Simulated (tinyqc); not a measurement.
A log to judge: decay of LO phonons and the hot-phonon bottleneck in the cooling of electrons. Computed by tinyqc. Command: `OMP_NUM_THREADS=1 python tinyqc.py 3019406 3019407 out.jsonl hotphonon walk`. One thread of a shared host (Intel(R) Xeon(R) Processor @ 2.30GHz), about 0.01 s of CPU time with the checks.

n(E, T) = 1/(exp(E/(k_B T)) - 1) is the Bose occupation. Electrons have a temperature T_e; the LO modes within their reach share one occupation N; the decay products stay at the lattice temperature.

Inputs (values chosen for the exercise, modelled on zinc oxide):
```
quantity,value,unit
LO energy hbar omega,71.5,meV
"lifetime at T = 0, tau_0",2.1,ps
share f of the energy in the softer product,0.24,-
lattice temperature T,77,K
electron mass m*,0.271,m_0
eps_inf,3.71,-
static dielectric constant eps_s,8.44,-
electron density n,9.9e+17,1/cm^3
"density of LO modes that the electrons reach, N_m",8.2e+19,1/cm^3
power supplied per electron P,0.6,nW
step factor,0.02,-
```

Decay channel: two unequal phonons (Ridley).

Constants: k_B = 8.617333262e-05 eV/K; c = 299792458 m/s; e^2/(4 pi eps_0) = 14.39964548 eV angstrom; hbar^2/(2 m_0) = 3.80998212 eV angstrom^2; hbar = 6.582119569e-16 eV s; e = 1.602176634e-19 C.

Method:
- Decay rate 1/tau = (1/tau_0) [1 + n(f hbar omega) + n((1 - f) hbar omega)].
- Full width Gamma = 1/(2 pi c tau) in 1/cm, c in cm/s.
- Froehlich coupling alpha = (e^2/(4 pi eps_0)) (1/eps_inf - 1/eps_s) k_0/(2 hbar omega), k_0 = sqrt(m* hbar omega/(hbar^2/(2 m_0))); emission time tau_sp = hbar/(2 alpha hbar omega); bottleneck ratio r = (n/N_m) tau/tau_sp.
- Net emission per electron: [(N + 1) x - N]/tau_sp with x = exp(-hbar omega/(k_B T_e)), a simple two-level balance; steady state of the modes: n [(N + 1) x - N]/tau_sp = N_m (N - N_0)/tau; power per electron P = hbar omega [(N + 1) x - N]/tau_sp.
- Eliminating N gives P(T_e) = (hbar omega/tau_sp) [(N_0 + 1) x - N_0]/[1 + r (1 - x)]. Newton steps on ln P against ln T_e, times the step factor, each limited to 0.7 in ln T_e and to keeping a fifth of T_e - T; start at 1.5 T; stop when |ln(P/P(T_e))| < 1e-9 or after 40 steps.

Iterations:
```
step,T_e (K),P(T_e) (nW),ln(P/P(T_e))
0,115.500,0.305578,0.674726
1,115.711,0.309725,0.661246
2,115.919,0.313844,0.648035
3,116.123,0.317933,0.635088
4,116.324,0.321993,0.622399
5,116.522,0.326022,0.609964
6,116.716,0.330020,0.597777
7,116.908,0.333985,0.585833
8,117.096,0.337918,0.574127
...,...,...,...
31,120.642,0.418238,0.360878
32,120.766,0.421266,0.353665
33,120.888,0.424255,0.346595
34,121.007,0.427204,0.339667
35,121.125,0.430115,0.332878
36,121.240,0.432986,0.326224
37,121.353,0.435819,0.319703
38,121.464,0.438613,0.313312
39,121.574,0.441369,0.307049
```

Can the last value be used, and what does the course show?

No. Not converged: the residual falls at every step, but slowly, by a factor of about 0.980 a step. Near the root each step multiplies the error by 1 - (step factor) = 0.98. Reruns converge with step factor = 1.0; or with step factor = 0.7.
